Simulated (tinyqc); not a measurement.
The solidus: solid solubility of a dopant against its melt (retrograde solidus), clustering and the electrically active fraction. Computed by tinyqc, a small Python program. Command: `OMP_NUM_THREADS=1 python tinyqc.py 3005582 3005583 out.jsonl retro walk`. One thread of a shared host (Intel(R) Xeon(R) Processor @ 2.30GHz), about 0.01 s of CPU time with the checks.

Inputs (values chosen for the exercise, of the order of those of copper in silicon for the solubility):

| quantity | value | unit |
|---|---|---|
| melting point of the host T_m | 1687 | K |
| heat of melting of the host H_f | 50.2 | kJ/mol |
| interaction L of the melt | -12 | kJ/mol |
| enthalpy of transfer from melt to solid H | 1.41 | eV |
| entropy of transfer S | 2.67 | k_B |
| site density N0 | 5e+22 | 1/cm^3 |

Constants: R = 8.314462618 J/(mol K); k_B = 8.617333262e-05 eV/K; e = 1.602176634e-19 C; N_A = 6.02214076e+23 1/mol.

Method. x_l and x_s are atom fractions of the dopant in melt and solid; the solid is dilute. Liquidus of the host: R T ln(1 - x_l) + L x_l^2 = -H_f (1 - T/T_m). Distribution: k = x_s/x_l = exp[L (1 - x_l)^2/(R T)] exp(S/k_B - H/(k_B T)), the first factor being the activity coefficient in the melt. Solubility = x_s N0; at T_m x_l = 0. The largest x_s N0 between 900 K and T_m. For an ideal melt with constant heats the maximum has x_l = H_f/(H + H_f), H in the same units.

largest solubility = 2.55681e+18 1/cm^3

temperature of the maximum = 1532.95 K

Against temperature:

| T (K) | x_l | k | solubility (1/cm^3) | over the maximum |
|---|---|---|---|---|
| 1000 | 0.78962 | 1.0611e-06 | 4.1892e+16 | 0.01638 |
| 1100 | 0.71198 | 4.4897e-06 | 1.5983e+17 | 0.06251 |
| 1200 | 0.62543 | 1.4606e-05 | 4.5677e+17 | 0.17865 |
| 1300 | 0.52956 | 3.8604e-05 | 1.0222e+18 | 0.39978 |
| 1400 | 0.42274 | 8.6019e-05 | 1.8182e+18 | 0.71111 |
| 1500 | 0.30145 | 1.6530e-04 | 2.4914e+18 | 0.97442 |
| 1580 | 0.18916 | 2.5190e-04 | 2.3824e+18 | 0.93181 |
| 1640 | 0.09090 | 3.2412e-04 | 1.4731e+18 | 0.57614 |
| 1675 | 0.02480 | 3.6412e-04 | 4.5147e+17 | 0.17657 |

What follows from these numbers?

Between the first rows the Arrhenius energy of the solubility is 1.27 eV, against H = 1.41 eV; it shrinks to zero at 1533 K and turns negative beyond. A crystal saturated at the maximum precipitates dopant-rich liquid on cooling and on heating alike. Below a eutectic or compound temperature another phase would set the limit.

Extremes, crossings and ranges named in words are read from the listed rows.
